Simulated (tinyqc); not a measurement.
CISD on RHF in the sto-3g basis, for H4, spin multiplicity 1, step by step. One step of it, computed by the program tinyqc.

Question. CISD: determinants and Hamiltonian. Slater-Condon rules over spin orbitals, with the nuclear repulsion added and E(HF) subtracted on the diagonal. Only determinants linked to the reference directly or through others are kept (one block of an abelian symmetry group), so some states are absent.

one-electron integrals over orbitals h = C^T H C (hartree), lower triangle:
```
           1          2          3          4
1  -1.589992
2   0.000000  -1.499788
3   0.103043   0.000000  -1.094528
4   0.000000  -0.092942   0.000000  -0.941021
```

Two-electron integrals over orbitals (pq|rs), unique and non-zero (hartree):
```
(11|11) 0.424457    (21|21) 0.202513    (22|11) 0.417076    (22|22) 0.424173
(31|11) -0.039246   (31|22) -0.002191   (31|31) 0.106663    (32|21) 0.059416
(32|32) 0.101748    (33|11) 0.414445    (33|22) 0.415622    (33|31) -0.008518
(33|33) 0.430974    (41|21) 0.016170    (41|32) -0.082479   (41|41) 0.091737
(42|11) 0.047636    (42|22) 0.013840    (42|31) -0.105510   (42|33) 0.011173
(42|42) 0.109826    (43|21) -0.197220   (43|32) -0.061383   (43|41) -0.013994
(43|43) 0.209742    (44|11) 0.439909    (44|22) 0.432707    (44|31) -0.043207
(44|33) 0.443668    (44|42) 0.051760    (44|44) 0.476518
```

nuclear repulsion = 1.94136308 hartree

Hartree-Fock energy = -2.12628818 hartree

Give: determinants; H - E(HF) between determinants.

Answer.

Occupation strings over the orbitals (2 doubly, a alpha, b beta, 0 empty; spin orbitals ordered 1a 1b 2a 2b ...): 2200 2a0b a2b0 2b0a b2a0 aabb 2020 abab 2002 abba baab 0220 baba 0202 bbaa

H - E(HF) between determinants (hartree), lower triangle:
```
        2200    2a0b    a2b0    2b0a    b2a0    aabb    2020    abab
2200   0.000
2a0b   0.000   0.724
a2b0   0.000   0.092   0.583
2b0a   0.000  -0.110   0.106   0.724
b2a0   0.000   0.106  -0.107   0.092   0.583
aabb   0.023  -0.032  -0.041   0.000   0.000   1.093
2020   0.102  -0.061  -0.059   0.061   0.059  -0.082   0.998
abab   0.082   0.059   0.061  -0.014  -0.016  -0.102  -0.115   1.289
2002   0.110   0.038   0.000  -0.038   0.000   0.106   0.210  -0.197
abba  -0.106   0.000  -0.036   0.041   0.000  -0.110   0.197  -0.210
baab  -0.106  -0.041   0.000   0.000   0.036  -0.107   0.197  -0.203
0220   0.107   0.000   0.031   0.000  -0.031   0.106   0.203  -0.197
baba   0.082   0.014   0.016  -0.059  -0.061  -0.092  -0.115   0.000
0202   0.092  -0.016  -0.014   0.016   0.014  -0.082   0.000  -0.115
bbaa   0.023   0.000   0.000   0.032   0.041   0.000  -0.082  -0.092

        2002    abba    baab    0220    baba    0202   bbaa
2002   1.483
abba   0.092   1.312
baab   0.092   0.000   1.312
0220   0.000   0.092   0.092   1.193
baba  -0.197  -0.203  -0.210  -0.197   1.289
0202   0.203   0.197   0.197   0.210  -0.115   1.598
bbaa   0.106  -0.107  -0.110   0.106  -0.102  -0.082  1.093
```
